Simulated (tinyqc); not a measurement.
# Changing the temperature T

Model: dopant redistribution at a moving silicon-oxide interface during parabolic oxidation. Computed by tinyqc, a small Python program. Command: `OMP_NUM_THREADS=1 python tinyqc.py 3008085 3008086 out.jsonl segox sweep`. One thread of a shared host (Intel(R) Xeon(R) Processor @ 2.30GHz), about 0.01 s of CPU time with the checks.

Uniformly doped silicon is oxidised with x_ox = sqrt(B t); the interface advances into the silicon by alpha x_ox, alpha = 0.44. The dopant does not move in the oxide, and at the interface C(silicon) = m C(oxide).

Inputs (values chosen for the exercise, modelled on antimony in silicon under steam):
```
quantity                                           value    unit
dopant prefactor D0                                 4.37  cm^2/s
dopant activation energy E                          3.86      eV
oxidation prefactor B0                               413  um^2/h
oxidation activation energy E_B                    0.775      eV
segregation coefficient m = C(silicon)/C(oxide)      8.4       -
bulk doping C_B                                  1.3e+16  1/cm^3
time t                                               9.3       h
```

Constants: k_B = 8.617333262e-05 eV/K.

Method:
- D = D0 exp(-E/(k_B T)), converted with 1 cm^2/s = 3.6e11 um^2/h; B = B0 exp(-E_B/(k_B T)); s = alpha sqrt(B/(4 D)), the interface advance over 2 sqrt(D t).
- Temperatures in kelvin are T(C) + 273.15.
- With the dopant diffusivity D and s = alpha x_ox/(2 sqrt(D t)), in the silicon C = C_B + (C_s - C_B) erfc(y/(2 sqrt(D t)))/erfc(s), y from the original surface. Dopant balance at the interface gives C_s/C_B = 1/[1 + (1/(m alpha) - 1) g], g = sqrt(pi) s exp(s^2) erfc(s).

One run for each value:
```
temperature T (C)  ratio C_s/C_B       s  oxide thickness (um)  diffusion length 2 sqrt(D t) (um)
850                       3.6904  29.750                1.1309                             0.0167
900                       3.6744  15.083                1.3413                             0.0391
950                       3.6229   8.084                1.5689                             0.0854
1000                      3.4839   4.550                1.8126                             0.1753
1050                      3.1905   2.675                2.0714                             0.3408
1100                      2.7459   1.634                2.3442                             0.6311
1150                      2.2696   1.034                2.6301                             1.1194
1200                      1.8781   0.675                2.9278                             1.9097
```

What does the table show, and why?

Over the rows, ratio C_s/C_B falls from 3.69 to 1.88; s falls from 29.7 to 0.675; oxide thickness (um) rises from 1.13 to 2.93. Diffusion has the larger activation energy, so a hot oxidation lets it even out the profile and the ratio moves towards 1.

Caution (rows 850): in this case the oxide is not much thicker than a typical Deal-Grove length A, so real growth is slower than parabolic. Caution (all rows): parabolic growth needs an oxide much thicker than the Deal-Grove length A, which fails for thin films and low temperatures; oxidation-enhanced or retarded diffusion is ignored.
